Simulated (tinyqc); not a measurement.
UHF in the sto-6g basis, for Li, spin multiplicity 2, step by step (part 2 of 2). This run ends on a higher stationary point, not on the lowest solution. Computed by tinyqc, a small Python program that keeps every step (integrals from PySCF). Command: `OMP_NUM_THREADS=1 python tinyqc.py 27793 27794 out.jsonl` (the two numbers bound the seeds that draw the settings). One thread of a shared host (Intel(R) Xeon(R) Processor @ 2.60GHz), about 0.08 s of CPU time with the checks.

Geometry (angstrom):
```
atom,x,y,z
Li,0.00000,0.00000,0.00000
```

## Iteration 4: diagonalisation and new density

extrapolated F(alpha) (hartree):
```
,1Li 1s,1Li 2s,1Li 2px,1Li 2py,1Li 2pz
1Li 1s,-2.38871,-0.63150,0.00000,0.00000,0.00000
1Li 2s,-0.63150,-0.12267,0.00000,0.00000,0.00000
1Li 2px,0.00000,0.00000,-0.09630,0.00000,0.00000
1Li 2py,0.00000,0.00000,0.00000,0.16620,0.00000
1Li 2pz,0.00000,0.00000,0.00000,0.00000,0.16620
```

extrapolated F(beta) (hartree):
```
,1Li 1s,1Li 2s,1Li 2px,1Li 2py,1Li 2pz
1Li 1s,-2.38196,-0.61506,0.00000,0.00000,0.00000
1Li 2s,-0.61506,-0.05726,0.00000,0.00000,0.00000
1Li 2px,0.00000,0.00000,0.21701,0.00000,0.00000
1Li 2py,0.00000,0.00000,0.00000,0.18326,0.00000
1Li 2pz,0.00000,0.00000,0.00000,0.00000,0.18326
```

X:
```
,1Li 1s,1Li 2s,1Li 2px,1Li 2py,1Li 2pz
1Li 1s,1.02173,-0.12215,0.00000,0.00000,0.00000
1Li 2s,-0.12215,1.02173,0.00000,0.00000,0.00000
1Li 2px,0.00000,0.00000,1.00000,0.00000,0.00000
1Li 2py,0.00000,0.00000,0.00000,1.00000,0.00000
1Li 2pz,0.00000,0.00000,0.00000,0.00000,1.00000
```

D(alpha) after iteration 3:
```
,1Li 1s,1Li 2s,1Li 2px,1Li 2py,1Li 2pz
1Li 1s,0.98567,0.02862,0.00000,0.00000,0.00000
1Li 2s,0.02862,0.00083,0.00000,0.00000,0.00000
1Li 2px,0.00000,0.00000,1.00000,0.00000,0.00000
1Li 2py,0.00000,0.00000,0.00000,0.00000,0.00000
1Li 2pz,0.00000,0.00000,0.00000,0.00000,0.00000
```

D(beta) after iteration 3:
```
,1Li 1s,1Li 2s,1Li 2px,1Li 2py,1Li 2pz
1Li 1s,0.98774,0.02469,0.00000,0.00000,0.00000
1Li 2s,0.02469,0.00062,0.00000,0.00000,0.00000
1Li 2px,0.00000,0.00000,0.00000,0.00000,0.00000
1Li 2py,0.00000,0.00000,0.00000,0.00000,0.00000
1Li 2pz,0.00000,0.00000,0.00000,0.00000,0.00000
```

overlap S:
```
,1Li 1s,1Li 2s,1Li 2px,1Li 2py,1Li 2pz
1Li 1s,1.00000,0.23574,0.00000,0.00000,0.00000
1Li 2s,0.23574,1.00000,0.00000,0.00000,0.00000
1Li 2px,0.00000,0.00000,1.00000,0.00000,0.00000
1Li 2py,0.00000,0.00000,0.00000,1.00000,0.00000
1Li 2pz,0.00000,0.00000,0.00000,0.00000,1.00000
```

Diagonalise F' = X^T F X, C = X C', fill 2 alpha and 1 beta electrons from the bottom; D(s) = C_occ C_occ^T; the new density keeps 0.7 of the old one (damping). Each column has its largest component positive (the first on a tie).

F' = X^T F X (alpha) (hartree):
```
,1,2,3,4,5
1,-2.33783,-0.35522,0.00000,0.00000,0.00000
2,-0.35522,-0.00607,0.00000,0.00000,0.00000
3,0.00000,0.00000,-0.09630,0.00000,0.00000
4,0.00000,0.00000,0.00000,0.16620,0.00000
5,0.00000,0.00000,0.00000,0.00000,0.16620
```

orbital energies (alpha) (hartree): MO1 -2.39074, MO2 -0.09630, MO3 0.04684, MO4 0.16620, MO5 0.16620

coefficients C (alpha):
```
,MO1,MO2,MO3,MO4,MO5
1Li 1s,0.99258,0.00000,-0.27136,0.00000,0.00000
1Li 2s,0.02971,0.00000,1.02857,0.00000,0.00000
1Li 2px,0.00000,1.00000,0.00000,0.00000,0.00000
1Li 2py,0.00000,0.00000,0.00000,1.00000,0.00000
1Li 2pz,0.00000,0.00000,0.00000,0.00000,1.00000
```

F' = X^T F X (beta) (hartree):
```
,1,2,3,4,5
1,-2.33391,-0.34682,0.00000,0.00000,0.00000
2,-0.34682,0.05821,0.00000,0.00000,0.00000
3,0.00000,0.00000,0.21701,0.00000,0.00000
4,0.00000,0.00000,0.00000,0.18326,0.00000
5,0.00000,0.00000,0.00000,0.00000,0.18326
```

orbital energies (beta) (hartree): MO1 -2.38318, MO2 0.10748, MO3 0.18326, MO4 0.18326, MO5 0.21701

coefficients C (beta):
```
,MO1,MO2,MO3,MO4,MO5
1Li 1s,0.99439,-0.26464,0.00000,0.00000,0.00000
1Li 2s,0.02276,1.02875,0.00000,0.00000,0.00000
1Li 2px,0.00000,0.00000,0.00000,0.00000,1.00000
1Li 2py,0.00000,0.00000,1.00000,0.00000,0.00000
1Li 2pz,0.00000,0.00000,0.00000,1.00000,0.00000
```

D(alpha) after iteration 4:
```
,1Li 1s,1Li 2s,1Li 2px,1Li 2py,1Li 2pz
1Li 1s,0.98554,0.02888,0.00000,0.00000,0.00000
1Li 2s,0.02888,0.00085,0.00000,0.00000,0.00000
1Li 2px,0.00000,0.00000,1.00000,0.00000,0.00000
1Li 2py,0.00000,0.00000,0.00000,0.00000,0.00000
1Li 2pz,0.00000,0.00000,0.00000,0.00000,0.00000
```

D(beta) after iteration 4:
```
,1Li 1s,1Li 2s,1Li 2px,1Li 2py,1Li 2pz
1Li 1s,0.98806,0.02407,0.00000,0.00000,0.00000
1Li 2s,0.02407,0.00059,0.00000,0.00000,0.00000
1Li 2px,0.00000,0.00000,0.00000,0.00000,0.00000
1Li 2py,0.00000,0.00000,0.00000,0.00000,0.00000
1Li 2pz,0.00000,0.00000,0.00000,0.00000,0.00000
```

Within a degenerate level the vectors are fixed only up to a rotation; this is one choice.

## Iteration 37 (converged): orbitals

converged F(alpha) (hartree):
```
,1Li 1s,1Li 2s,1Li 2px,1Li 2py,1Li 2pz
1Li 1s,-2.38872,-0.63152,0.00000,0.00000,0.00000
1Li 2s,-0.63152,-0.12269,0.00000,0.00000,0.00000
1Li 2px,0.00000,0.00000,-0.09630,0.00000,0.00000
1Li 2py,0.00000,0.00000,0.00000,0.16620,0.00000
1Li 2pz,0.00000,0.00000,0.00000,0.00000,0.16620
```

converged F(beta) (hartree):
```
,1Li 1s,1Li 2s,1Li 2px,1Li 2py,1Li 2pz
1Li 1s,-2.38199,-0.61507,0.00000,0.00000,0.00000
1Li 2s,-0.61507,-0.05726,0.00000,0.00000,0.00000
1Li 2px,0.00000,0.00000,0.21701,0.00000,0.00000
1Li 2py,0.00000,0.00000,0.00000,0.18326,0.00000
1Li 2pz,0.00000,0.00000,0.00000,0.00000,0.18326
```

Diagonalise F' = X^T F X, C = X C', fill 2 alpha and 1 beta electrons from the bottom; D(s) = C_occ C_occ^T. Each column has its largest component positive (the first on a tie).

F' = X^T F X (alpha) (hartree):
```
,1,2,3,4,5
1,-2.33783,-0.35524,0.00000,0.00000,0.00000
2,-0.35524,-0.00608,0.00000,0.00000,0.00000
3,0.00000,0.00000,-0.09630,0.00000,0.00000
4,0.00000,0.00000,0.00000,0.16620,0.00000
5,0.00000,0.00000,0.00000,0.00000,0.16620
```

orbital energies (alpha) (hartree): MO1 -2.39075, MO2 -0.09630, MO3 0.04684, MO4 0.16620, MO5 0.16620

coefficients C (alpha):
```
,MO1,MO2,MO3,MO4,MO5
1Li 1s,0.99258,0.00000,-0.27137,0.00000,0.00000
1Li 2s,0.02973,0.00000,1.02857,0.00000,0.00000
1Li 2px,0.00000,1.00000,0.00000,0.00000,0.00000
1Li 2py,0.00000,0.00000,0.00000,1.00000,0.00000
1Li 2pz,0.00000,0.00000,0.00000,0.00000,1.00000
```

F' = X^T F X (beta) (hartree):
```
,1,2,3,4,5
1,-2.33394,-0.34683,0.00000,0.00000,0.00000
2,-0.34683,0.05821,0.00000,0.00000,0.00000
3,0.00000,0.00000,0.21701,0.00000,0.00000
4,0.00000,0.00000,0.00000,0.18326,0.00000
5,0.00000,0.00000,0.00000,0.00000,0.18326
```

orbital energies (beta) (hartree): MO1 -2.38321, MO2 0.10748, MO3 0.18326, MO4 0.18326, MO5 0.21701

coefficients C (beta):
```
,MO1,MO2,MO3,MO4,MO5
1Li 1s,0.99439,-0.26464,0.00000,0.00000,0.00000
1Li 2s,0.02276,1.02875,0.00000,0.00000,0.00000
1Li 2px,0.00000,0.00000,0.00000,0.00000,1.00000
1Li 2py,0.00000,0.00000,1.00000,0.00000,0.00000
1Li 2pz,0.00000,0.00000,0.00000,1.00000,0.00000
```

D(alpha) after iteration 37:
```
,1Li 1s,1Li 2s,1Li 2px,1Li 2py,1Li 2pz
1Li 1s,0.98521,0.02950,0.00000,0.00000,0.00000
1Li 2s,0.02950,0.00088,0.00000,0.00000,0.00000
1Li 2px,0.00000,0.00000,1.00000,0.00000,0.00000
1Li 2py,0.00000,0.00000,0.00000,0.00000,0.00000
1Li 2pz,0.00000,0.00000,0.00000,0.00000,0.00000
```

D(beta) after iteration 37:
```
,1Li 1s,1Li 2s,1Li 2px,1Li 2py,1Li 2pz
1Li 1s,0.98881,0.02264,0.00000,0.00000,0.00000
1Li 2s,0.02264,0.00052,0.00000,0.00000,0.00000
1Li 2px,0.00000,0.00000,0.00000,0.00000,0.00000
1Li 2py,0.00000,0.00000,0.00000,0.00000,0.00000
1Li 2pz,0.00000,0.00000,0.00000,0.00000,0.00000
```

Within a degenerate level the vectors are fixed only up to a rotation; this is one choice.

## Convergence

Stop when the energy changes by less than 1e-10 hartree and every element of the error matrix X^T (F D S - S D F) X (for each spin) is below 3e-06.

Course of the cycle:
```
iteration,E (hartree),change,largest element of the error matrix
1,-7.3173750,-,1.01e-02
2,-7.3173896,-1.46e-05,7.55e-03
3,-7.3174008,-1.12e-05,5.64e-03
4,-7.3174091,-8.34e-06,4.22e-03
5,-7.3174152,-6.08e-06,2.96e-03
6,-7.3174197,-4.48e-06,2.07e-03
7,-7.3174229,-3.24e-06,1.45e-03
8,-7.3174253,-2.32e-06,1.01e-03
9,-7.3174269,-1.65e-06,7.10e-04
10,-7.3174281,-1.17e-06,4.97e-04
11,-7.3174289,-8.24e-07,3.48e-04
12,-7.3174295,-5.80e-07,2.43e-04
13,-7.3174299,-4.07e-07,1.70e-04
14,-7.3174302,-2.86e-07,1.19e-04
...,...,...,...
24,-7.3174308,-8.12e-09,3.37e-06
25,-7.3174308,-5.69e-09,2.36e-06
26,-7.3174308,-3.98e-09,1.65e-06
27,-7.3174308,-2.79e-09,1.16e-06
28,-7.3174308,-1.95e-09,8.09e-07
29,-7.3174308,-1.37e-09,5.66e-07
30,-7.3174308,-9.56e-10,3.96e-07
31,-7.3174308,-6.69e-10,2.77e-07
32,-7.3174308,-4.68e-10,1.94e-07
33,-7.3174308,-3.28e-10,1.36e-07
34,-7.3174308,-2.29e-10,9.52e-08
35,-7.3174308,-1.61e-10,6.66e-08
36,-7.3174308,-1.12e-10,4.66e-08
37,-7.3174308,-7.87e-11,3.26e-08
```

PySCF UHF in the same basis, after a stability check = -7.3999312 hartree

Converged in 37 iterations. But the solution lies 0.08250 hartree above the reference: it is another stationary point, not the lowest one. Reruns (cap 100 unless said): DIIS 8: converged in 5 to a higher stationary point; damping 0.5: converged in 21 to a higher stationary point; level shift 0.5: converged in 8 to a higher stationary point; atomic densities as start, DIIS 8: converged in 6.

## Populations

Mulliken: Z minus the diagonal of D S on the atom; Loewdin: the same with S^(1/2) D S^(1/2).

Charges (e):
```
atom,Mulliken,Loewdin,Mulliken spin
1Li,0.00000,0.00000,1.00000
```

<S^2> of the determinant (pure state: 0.75) = 0.75005
